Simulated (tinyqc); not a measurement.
Minority carriers and saturation current of a heavily doped emitter: one step of the calculation.

n-type, parabolic bands, full ionisation. eta = (EF - Ec)/kB T solves N = Nc F12(eta), F12(x) = (2/sqrt(pi)) int_0^infinity sqrt(u)/(1 + exp(u - x)) du. The gap shrinks rigidly by dEg = E1 [ln(N/N0) + sqrt(ln^2(N/N0) + 0.5)], an empirical law that is here taken as the true narrowing.

Task. Saturation current. 1/tau = Cn N^2 + 1/ts, D = mup Vt, L = sqrt(D tau); J0 = (q p0 D/L)(s + tanh(W/L))/(1 + s tanh(W/L)), s = S L/D; the share recombining inside is 1 - 1/[cosh(W/L)(1 + tanh(W/L)/s)].

Values chosen for this exercise; band and dielectric values close to those of silicon:
- T = 350 K (temperature)
- N = 7.9e19 cm^-3 (ionised donor density)
- mup = 230 cm^2/(V s) (minority-hole mobility)
- Cn = 3.2e-31 cm^6/s (Auger coefficient)
- ts = 0.07 us (defect lifetime)
- W = 410 nm (emitter width)
- S = 3.1e6 cm/s (recombination velocity at the contact)

Constants: q = 1.602176634e-19 C, kB = 1.380649e-23 J/K, Vt = kB T/q. Results are converted to the units shown.

p0 = 19924.663 cm^-3

Give: tau; L; s; J0; share recombining inside.

Result.

tau = 0.49716 ns
L = 587.27 nm
s = 26.244
J0 = 6.0151e5 fA/cm^2
share recombining inside = 22.032 %

Bulk and contact share the loss.

Range of the model: Band tails, non-parabolic bands and incomplete ionisation are left out.

Numbers from tinyqc (`OMP_NUM_THREADS=1 python tinyqc.py 2330032 2330033 out.jsonl`; about 0.01 s on one thread of a shared Intel Xeon 2.30GHz).
